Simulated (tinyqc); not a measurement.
# Capacitance measurement on a leaky thin oxide: effects of series resistance and leakage: what changes with what

The device is a capacitance C in parallel with a leakage conductance G, in series with Rs and Ls. An impedance meter reports either a parallel pair (Cp, Gp) from Y = 1/Z = Gp + i w Cp or a series pair (Cs, Rm) from Z = Rm + 1/(i w Cs); w = 2 pi f, dissipation D = Gp/(w |Cp|).

Parameters, values chosen for the exercise; values of the order met in thin-oxide MOS capacitors:
- eox = 3.9 (relative permittivity of the gate insulator (close to silicon dioxide))
- tox = 3.2 nm (insulator thickness)
- A = 2500 um^2 (gate area)
- zc = 0.41 nm (oxide-equivalent thickness added by the accumulation layer)
- zp = 0.39 nm (oxide-equivalent thickness added by gate depletion)
- Jg = 0.0016 A/cm^2 (gate leakage current density, not matched to the thickness)
- Vs = 0.25 V (voltage for an e-fold rise of the leakage)
- Rs = 12 ohm (series resistance)
- Ls = 110 nH (series inductance)
- f = 10000 Hz (measuring frequency)

Constants: eps0 = 8.8541878128e-14 F/cm where lengths are in cm. Results are converted to the units shown.

Each table varies one quantity; the others keep the values above.

## Readings against frequency

EOT = 3.9 tox/eox; CET = EOT + zc + zp; C = 3.9 eps0 A/CET; G = Jg A/Vs. Z = Rs + i w Ls + 1/(G + i w C); CET read from Cp = 3.9 eps0 A/Cp; errors under 0.001 % are printed as 0.

The same in every row: C (pF) = 21.582.

Readings against frequency:
```
f (Hz)  Cp (pF)  Cs (pF)          D  error of Cp (%)  error of Cs (%)  CET read from Cp (nm)
1000     21.582   51.628     1.1799                0              139                 4.0000
3000     21.582   24.921    0.39331                0             15.5                 4.0000
10000    21.582   21.883    0.11801                0             1.39                 4.0000
30000    21.582   21.615   0.039379                0            0.155                 4.0000
1e5      21.582   21.585   0.011962                0           0.0140                 4.0000
3e5      21.582   21.583  0.0044212                0          2.39e-3                 4.0000
1e6      21.584   21.584  0.0028074          8.72e-3          9.51e-3                 3.9997
3e6      21.600   21.600  0.0052795           0.0816           0.0844                 3.9967
1e7      21.780   21.786   0.016546            0.918            0.946                 3.9636
3e7      23.503   23.570   0.053358             8.90             9.21                 3.6730
```

Read the table: what changes, and by how much?

D goes from 1.18 through a minimum of 0.00281 (at f = 1e6 Hz among the rows listed) to 0.0534; without inductance its minimum lies at f = sqrt(G (1 + G Rs)/Rs)/(2 pi C) = 8.52e5 Hz. The error of Cp goes from 0 to 8.90 % and that of Cs from 139 to 9.21 %; at low frequency Cp tends to C/(1 + G Rs)^2 and Cs grows as 1 + (G/(w C))^2. One of the two readings is within 2 % of C for f = 1000, 3000, 10000, 30000, 1e5, 3e5, 1e6, 3e6, 1e7 Hz. At the highest frequencies Ls raises both readings, by about w^2 Ls C in relative terms. For f = 1000 D exceeds 1, where the accuracy of real meters degrades in proportion to sqrt(1 + D^2).

## Effect of the gate leakage current density, not matched to the thickness

Same model as above.

The same in every row: C (pF) = 21.582.

Effect of the gate leakage current density, not matched to the thickness:
```
Jg (A/cm^2)  Cp (pF)   Cs (pF)          D  error of Cp (%)  error of Cs (%)  CET read from Cp (nm)
1e-5          21.582    21.582  7.5371e-4                0                0                 4.0000
0.0001        21.582    21.583  0.0073907                0          5.44e-3                 4.0000
0.001         21.582    21.699   0.073760                0            0.544                 4.0000
0.02          21.581    68.529     1.4749         -4.80e-3              218                 4.0002
0.2           21.572    4716.3     14.752          -0.0482           2.18e4                 4.0019
2             21.474  4.6959e5     147.87           -0.499           2.18e6                 4.0200
30            19.186  1.1071e8     2402.2            -11.1           5.13e8                 4.4996
```

What does the comparison show?

As Jg goes from 1e-5 to 30, the error of Cp goes from 0 to -11.1 %, that of Cs from 0 to 5.13e8 %, and D rises from 7.54e-4 to 2400. The CET read from Cp goes from 4.00 to 4.50 nm against the true 4.00 nm. For Jg = 0.02, 0.2, 2, 30 D exceeds 1, where the accuracy of real meters degrades in proportion to sqrt(1 + D^2).

Program tinyqc, `OMP_NUM_THREADS=1 python tinyqc.py 2022021 2022022 out.jsonl`; Intel Xeon 2.30GHz, shared host, one thread, about 0.01 s.
